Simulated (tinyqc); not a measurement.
Length of a molecular wire: coherent transport through a tight-binding bridge. Computed by the program tinyqc. Command: `OMP_NUM_THREADS=1 python tinyqc.py 110878 110879 out.jsonl`; one thread of a shared host (Intel(R) Xeon(R) Processor @ 2.60GHz), about 0.9 s.

A uniform bridge between two chains:
```
parameter,value
site energy (eV),2.340000
hopping in the bridge (eV),0.950000
lead hopping (eV),1.650000
couplings (eV),"0.65, 0.98"
E (eV),-0.340000
```

T = Gamma_L Gamma_R |G_1n|^2 with the self-energies of semi-infinite chains.

Transmission against length:
```
sites,T,ln T
2,1.3410e-02,-4.3118
3,2.3073e-03,-6.0717
4,3.9849e-04,-7.8278
5,6.8869e-05,-9.5833
6,1.1903e-05,-11.3387
7,2.0574e-06,-13.0940
8,3.5562e-07,-14.8494
9,6.1468e-08,-16.6048
10,1.0624e-08,-18.3601
```

E lies outside the band of the bridge (|E - e|/2h = 1.411 > 1), so T decays as exp(-beta n) with beta = 2 arccosh(1.411) = 1.7554 a site; the last two rows give 1.7554.
